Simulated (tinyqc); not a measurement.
Inside a calculation. Method: Pariser-Parr-Pople SCF with singles CI, for the molecule c1ccc2ccccc2c1 (SMILES; centres numbered as the heavy atoms are written). One step of it, computed by the program tinyqc.

Question. Iteration 3: Fock matrix. F_rr = H_rr + P_rr gamma_rr / 2 + sum_(s != r) P_ss gamma_rs; F_rs = H_rs - P_rs gamma_rs / 2; E = tr P (H + F) / 2 + core repulsion sum_(r<s) z_r z_s gamma_rs.

P after iteration 2:
```
            1C         2C         3C         4C         5C         6C         7C         8C
1C    1.000000   0.593527   0.000000  -0.246676   0.000000   0.146149   0.000000  -0.159472
2C    0.593527   1.000000   0.734872   0.000000  -0.159472   0.000000   0.146149   0.000000
3C    0.000000   0.734872   1.000000   0.545361   0.000000  -0.159472   0.000000   0.087667
4C   -0.246676   0.000000   0.545361   1.000000   0.545361   0.000000  -0.246676   0.000000
5C    0.000000  -0.159472   0.000000   0.545361   1.000000   0.734872   0.000000  -0.359710
6C    0.146149   0.000000  -0.159472   0.000000   0.734872   1.000000   0.593527   0.000000
7C    0.000000   0.146149   0.000000  -0.246676   0.000000   0.593527   1.000000   0.734872
8C   -0.159472   0.000000   0.087667   0.000000  -0.359710   0.000000   0.734872   1.000000
9C    0.000000  -0.246676   0.000000   0.532367   0.000000  -0.246676   0.000000   0.545361
10C   0.734872   0.000000  -0.359710   0.000000   0.087667   0.000000  -0.159472   0.000000

            9C        10C
1C    0.000000   0.734872
2C   -0.246676   0.000000
3C    0.000000  -0.359710
4C    0.532367   0.000000
5C    0.000000   0.087667
6C   -0.246676   0.000000
7C    0.000000  -0.159472
8C    0.545361   0.000000
9C    1.000000   0.545361
10C   0.545361   1.000000
```

core matrix H (eV):
```
             1C          2C          3C          4C          5C          6C          7C          8C
1C   -43.228564   -2.390000    0.000000    0.000000    0.000000    0.000000    0.000000    0.000000
2C    -2.390000  -43.228564   -2.390000    0.000000    0.000000    0.000000    0.000000    0.000000
3C     0.000000   -2.390000  -45.370102   -2.390000    0.000000    0.000000    0.000000    0.000000
4C     0.000000    0.000000   -2.390000  -49.722169   -2.390000    0.000000    0.000000    0.000000
5C     0.000000    0.000000    0.000000   -2.390000  -45.370102   -2.390000    0.000000    0.000000
6C     0.000000    0.000000    0.000000    0.000000   -2.390000  -43.228564   -2.390000    0.000000
7C     0.000000    0.000000    0.000000    0.000000    0.000000   -2.390000  -43.228564   -2.390000
8C     0.000000    0.000000    0.000000    0.000000    0.000000    0.000000   -2.390000  -45.370102
9C     0.000000    0.000000    0.000000   -2.390000    0.000000    0.000000    0.000000   -2.390000
10C   -2.390000    0.000000    0.000000    0.000000    0.000000    0.000000    0.000000    0.000000

             9C         10C
1C     0.000000   -2.390000
2C     0.000000    0.000000
3C     0.000000    0.000000
4C    -2.390000    0.000000
5C     0.000000    0.000000
6C     0.000000    0.000000
7C     0.000000    0.000000
8C    -2.390000    0.000000
9C   -49.722169   -2.390000
10C   -2.390000  -45.370102
```

repulsion gamma_rs (eV):
```
            1C         2C         3C         4C         5C         6C         7C         8C
1C   11.130000   5.345539   3.871994   3.517359   2.621214   2.270597   2.343780   2.881359
2C    5.345539  11.130000   5.344569   3.872154   2.881359   2.343780   2.270597   2.621214
3C    3.871994   5.344569  11.130000   5.346287   3.873196   2.881359   2.621214   2.881514
4C    3.517359   3.872154   5.346287  11.130000   5.346287   3.872154   3.517359   3.872515
5C    2.621214   2.881359   3.873196   5.346287  11.130000   5.344569   3.871994   3.517455
6C    2.270597   2.343780   2.881359   3.872154   5.344569  11.130000   5.345539   3.871994
7C    2.343780   2.270597   2.621214   3.517359   3.871994   5.345539  11.130000   5.344569
8C    2.881359   2.621214   2.881514   3.872515   3.517455   3.871994   5.344569  11.130000
9C    3.872154   3.517359   3.872515   5.345539   3.872515   3.517359   3.872154   5.346287
10C   5.344569   3.871994   3.517455   3.872515   2.881514   2.621214   2.881359   3.873196

            9C        10C
1C    3.872154   5.344569
2C    3.517359   3.871994
3C    3.872515   3.517455
4C    5.345539   3.872515
5C    3.872515   2.881514
6C    3.517359   2.621214
7C    3.872154   2.881359
8C    5.346287   3.873196
9C   11.130000   5.346287
10C   5.346287  11.130000
```

Centres (angstrom, eV; a flat drawing with bonds scaled to 1.40 angstrom):
```
centre          x          y  core charge z          W   gamma_rr
1C       2.425000  -0.700000              1  11.160000  11.130000
2C       2.425000   0.700000              1  11.160000  11.130000
3C       1.212000   1.400000              1  11.160000  11.130000
4C       0.000000   0.700000              1  11.160000  11.130000
5C      -1.212000   1.400000              1  11.160000  11.130000
6C      -2.425000   0.700000              1  11.160000  11.130000
7C      -2.425000  -0.700000              1  11.160000  11.130000
8C      -1.212000  -1.400000              1  11.160000  11.130000
9C       0.000000  -0.700000              1  11.160000  11.130000
10C      1.212000  -1.400000              1  11.160000  11.130000
```

Give: F; pi energy.

Answer.

F (eV):
```
          1C       2C       3C       4C       5C       6C       7C       8C
1C   -5.5950  -3.9764   0.0000   0.4338   0.0000  -0.1659   0.0000   0.2297
2C   -3.9764  -5.5950  -4.3538   0.0000   0.2297   0.0000  -0.1659   0.0000
3C    0.0000  -4.3538  -5.5950  -3.8478   0.0000   0.2297   0.0000  -0.1263
4C    0.4338   0.0000  -3.8478  -5.5950  -3.8478   0.0000   0.4338   0.0000
5C    0.0000   0.2297   0.0000  -3.8478  -5.5950  -4.3538   0.0000   0.6326
6C   -0.1659   0.0000   0.2297   0.0000  -4.3538  -5.5950  -3.9764   0.0000
7C    0.0000  -0.1659   0.0000   0.4338   0.0000  -3.9764  -5.5950  -4.3538
8C    0.2297   0.0000  -0.1263   0.0000   0.6326   0.0000  -4.3538  -5.5950
9C    0.0000   0.4338   0.0000  -3.8129   0.0000   0.4338   0.0000  -3.8478
10C  -4.3538   0.0000   0.6326   0.0000  -0.1263   0.0000   0.2297   0.0000

          9C      10C
1C    0.0000  -4.3538
2C    0.4338   0.0000
3C    0.0000   0.6326
4C   -3.8129   0.0000
5C    0.0000  -0.1263
6C    0.4338   0.0000
7C    0.0000   0.2297
8C   -3.8478   0.0000
9C   -5.5950  -3.8478
10C  -3.8478  -5.5950
```

pi energy = -129.1656 eV
